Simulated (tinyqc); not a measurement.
Two-valley model of the transferred-electron effect. Changing the satellite valleys Z. Computed by tinyqc, a small Python program. Command: `OMP_NUM_THREADS=1 python tinyqc.py 3030278 3030279 out.jsonl gunn sweep`. One thread of a shared host (Intel(R) Xeon(R) Processor @ 2.30GHz), about 0.03 s of CPU time with the checks.

Both kinds of valley share one electron temperature T_e, and each has a constant mobility.

Inputs (values chosen for the exercise, for a model semiconductor):

| quantity | value | unit |
|---|---|---|
| central-valley mass m1 | 0.15 | m_0 |
| satellite-valley mass m2 | 0.57 | m_0 |
| valley separation dE | 0.22 | eV |
| central-valley mobility mu1 | 4600 | cm^2/(V s) |
| satellite-valley mobility mu2 | 73 | cm^2/(V s) |
| energy relaxation time tau_E | 0.37 | ps |
| lattice temperature T | 200 | K |

Solver: damped fixed point.

Constants: k_B = 8.617333262e-05 eV/K.

Method. Density-of-states ratio R = Z (m2/m1)^(3/2); n2/n1 = R exp(-dE/(k_B T_e)); mean mobility mu = (mu1 + mu2 n2/n1)/(1 + n2/n1); energy balance e mu F^2 = (3/2) k_B (T_e - T)/tau_E; v = mu F. Using T_e as the parameter, F(T_e) = sqrt(3 k_B (T_e - T)/(2 e mu tau_E)) and v = mu F; find the first maximum and the next minimum of v, and the most negative dv/dF between them.

One run for each value:

| satellite valleys Z | threshold field (kV/cm) | peak-to-valley ratio | peak velocity (1e7 cm/s) |
|---|---|---|---|
| 2 | 9.975 | 1.018 | 2.471 |
| 3 | 8.206 | 1.085 | 2.268 |
| 4 | 7.456 | 1.147 | 2.147 |
| 6 | 6.682 | 1.248 | 1.997 |
| 8 | 6.251 | 1.327 | 1.901 |
| 12 | 5.747 | 1.442 | 1.778 |

Over the rows, threshold field (kV/cm) falls from 9.97 to 5.75 (exponent d ln y / d ln x -0.48 between the first rows and -0.21 between the last); peak-to-valley ratio rises from 1.02 to 1.44 (exponent d ln y / d ln x 0.16 between the first rows and 0.21 between the last); peak velocity (1e7 cm/s) falls from 2.47 to 1.78 (exponent d ln y / d ln x -0.21 between the first rows and -0.16 between the last).  Left out: 1 (no negative differential mobility).

Extremes, crossings and ranges named in words are read from the listed rows.
